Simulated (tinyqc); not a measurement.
Length of a polyene: Hueckel, PPP and singles CI along the polyenes. Computed by the program tinyqc. Hueckel uses the same beta without repulsion; CIS keeps all single excitations and so misses the low, doubly excited 2Ag state. W is the valence ionisation energy of a centre, MN the Mataga-Nishimoto formula, f the oscillator strength.

All-trans chains of carbon centres 1.40 angstrom apart:
```
parameter                               value
beta (eV), times 1 +/- alternation  -2.460000
alternation                          0.120000
W (eV)                              11.160000
gamma_rr (eV)                        9.810000
repulsion formula                          MN
```

Gaps and excitations (eV):
```
centres  Hueckel gap  PPP orbital gap  bright singlet (CIS)      f  lowest triplet (CIS)
2              5.510           10.532                 7.905  0.678                 3.116
4              3.756            8.308                 5.725  1.037                 2.241
6              2.953            7.216                 4.729  1.425                 1.843
8              2.501            6.578                 4.156  1.786                 1.630
10             2.214            6.166                 3.790  2.126                 1.503
```

What does the comparison show, and why?

The Hueckel gap tends to 4 x alternation x |beta| = 1.18 eV for long chains. Exchange opens the PPP orbital gap, and the attraction of electron and hole brings the bright state 2.38 eV below it at 10 centres; the triplet lies 2.29 eV lower still.
